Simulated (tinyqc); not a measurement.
Self-heating of a transistor with one or more fingers, with temperature-dependent conductivity: one step, computed by the program tinyqc. Command: `OMP_NUM_THREADS=1 python tinyqc.py 3031488 3031489 out.jsonl selfheat walk`. One thread of a shared host (Intel(R) Xeon(R) Processor @ 2.30GHz), about 0.06 s of CPU time with the checks.

N long parallel fingers lie on the top face of a slab whose bottom is held at T_0; the top is otherwise insulated, and heat flows in two dimensions. P in W/mm is 1000 P in W/m.

Problem. Correction for the falling conductivity. Kirchhoff transformation for kappa = kappa_0 (T/T_0)^-m: T = T_0 [1 - (m - 1) theta/T_0]^(-1/(m - 1)), where theta is the linear rise. The bracket vanishes at the power P T_0/((m - 1) theta).

Inputs (values chosen for the exercise, modelled on diamond): exponent m in kappa ~ T^-m = 1.18; base temperature T_0 = 298 K; power per gate width P = 7.5 W/mm.

Power: power rises with temperature.

largest theta = 15.44525 K

Give: peak temperature; true rise; true rise / linear rise; power at which the formula diverges.

Solution.

peak temperature = 313.9 K

true rise = 15.93 K

true rise / linear rise = 1.031

power at which the formula diverges = 803.9 W/mm

The falling conductivity adds 3.1 % to the rise.
